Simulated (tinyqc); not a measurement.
Precursor delivery by bubblers, mass-transport growth and the solid composition of a III-V alloy: one step, computed by the program tinyqc.

1 sccm = 44.615 micromol/min; 1 torr = 133.322 Pa. The sources decompose fully at the surface.

Question. Bubblers. log10 p_v = a - b/T_bath; molar flow = F x 44.615 x p_v/(p_b - p_v) for a saturated bubbler.

Inputs (values chosen for the exercise, modelled on triethylgallium (source 1) and trimethylindium (source 2) for the vapour pressures):
```
quantity,value,unit
bath temperature T1,285,K
bath temperature T2,307,K
bubbler pressure p_b,1400,torr
carrier flow F1,28,sccm
carrier flow F2,200,sccm
```

constants a, b of source 1 (log10 torr, K): [8.055, 2162]

constants a, b of source 2 (log10 torr, K): [10.54, 3014]

Give: vapour pressure 1; molar flow 1; vapour pressure 2; molar flow 2.

Answer.

vapour pressure 1 = 2.9447 torr

molar flow 1 = 2.6331 micromol/min

vapour pressure 2 = 5.2773 torr

molar flow 2 = 33.762 micromol/min

One kelvin of bath error changes flow 1 by 6.1 % and flow 2 by 7.4 %.
